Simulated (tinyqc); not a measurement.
What sets the screening length: static screening by free carriers.

kF = (3 pi^2 n/Mv)^(1/3), EF = c kF^2/m with c = hbar^2/2m0, n in 1/angstrom^3 (1e-24 per 1/cm^3), e2 = e^2/(4 pi eps0). Thomas-Fermi: qTF^2 = 6 pi e2 n/(eps EF). Debye: qD^2 = 4 pi e2 n/(eps kB T).

F_j(eta) = (1/Gamma(j + 1)) integral_0^infinity x^j dx/(1 + exp(x - eta)), which tends to exp(eta) for eta << 0.

At finite T: qs^2 = qD^2 F_-1/2(eta)/F_1/2(eta), where n = Mv N F_1/2(eta) and N = 2 (m kB T/(4 pi c))^(3/2) with c = hbar^2/2m0, in 1/angstrom^3; times 1e24 for 1/cm^3.

Constants: hbar^2/2m0 = 3.80998211 eV angstrom^2; e^2/(4 pi eps0) = 14.39964547 eV angstrom; kB = 8.617333262e-05 eV/K.

Values chosen for the exercise (near those of Si; not measured data): n = 1.5e+19 1/cm^3 (carrier density); m = 0.3255 m0 (mass of one isotropic valley); Mv = 6 (valleys); eps = 11.5 (background dielectric constant); T = 77 K.

All results formed anew.

One parameter was then changed.

Results before and after:

| case | Debye (angstrom) | Thomas-Fermi (angstrom) | finite T (angstrom) |
|---|---|---|---|
| base | 5.302 | 7.635 | 8.071 |
| changed | 5.808 | 8.363 | 8.841 |

Which of these changes was made? (a) Mv = 7; (b) n = 3e+19 1/cm^3; (c) m = 0.4232 m0; (d) T = 137 K; (e) eps = 13.8.

Answer: (e) eps = 13.8. Of the candidates, run in turn, only this one gives the changed row.

All candidates:

| case | Debye (angstrom) | Thomas-Fermi (angstrom) | finite T (angstrom) |
|---|---|---|---|
| base | 5.302 | 7.635 | 8.071 |
| n = 3e+19 1/cm^3 | 3.749 | 6.802 | 6.942 |
| m = 0.4232 m0 | 5.302 | 6.696 | 7.339 |
| eps = 13.8 | 5.808 | 8.363 | 8.841 |
| T = 137 K | 7.072 | 7.635 | 8.909 |
| Mv = 7 | 5.302 | 7.252 | 7.763 |

tinyqc: `OMP_NUM_THREADS=1 python tinyqc.py 1652474 1652475 out.jsonl`; about 0.01 s, one thread, shared Intel(R) Xeon(R) Processor @ 2.30GHz.
